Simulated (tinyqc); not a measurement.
MOSFET with velocity saturation and source resistance: one step of the calculation.

Strong inversion, charge Q = Cox (Vg - m V) at channel potential V with Vg the gate overdrive, and drift velocity v = mu E/(1 + mu E/vsat). Integrating along the channel gives I = mu Cox (1/L)(Vg Vd - m Vd^2/2)/(1 + Vd/Vc) per width, Vc = vsat L/mu, which peaks at Vdsat. Units: I in uA/um, Rs in ohm um, so the drop over Rs is 1e-6 I Rs volts.

Problem. Saturation current with source resistance. Vg = Vgs - I Rs - VT (0 if negative), mu = mu0/(1 + th Vg), Vc = vsat L/mu, x = sqrt(1 + 2 Vg/(m Vc)), Vdsat = 2 Vg/(m (1 + x)), Isat = Cox vsat Vg (x - 1)/(x + 1) per width. I(new) = Isat.

Parameters, values chosen for the exercise:

| symbol | value | unit | meaning |
|---|---|---|---|
| Cox | 1.08 | uF/cm^2 | gate capacitance |
| mu0 | 560 | cm^2/(V s) | mobility at low gate voltage |
| th | 0 | 1/V | mobility degradation |
| vsat | 1.1e7 | cm/s | saturation velocity |
| m | 1.25 |  | body factor |
| VT | 0.33 | V | threshold |
| L | 0.18 | um | channel length |
| Rs | 300 | ohm um | source resistance |
| Vgs | 1.8 | V | gate voltage |

I at the start = 0 uA/um

Find: Vg; mu; Vc; Vdsat; Isat; I after iteration 1.

Solution.

Vg = 1.4700 V
mu = 560.00 cm^2/(V s)
Vc = 0.35357 V
Vdsat = 0.62449 V
Isat = 818.99 uA/um
I after iteration 1 = 818.99 uA/um

Numbers from tinyqc (`OMP_NUM_THREADS=1 python tinyqc.py 2500105 2500106 out.jsonl`; about 0.01 s on one thread of a shared Intel Xeon 2.30GHz).
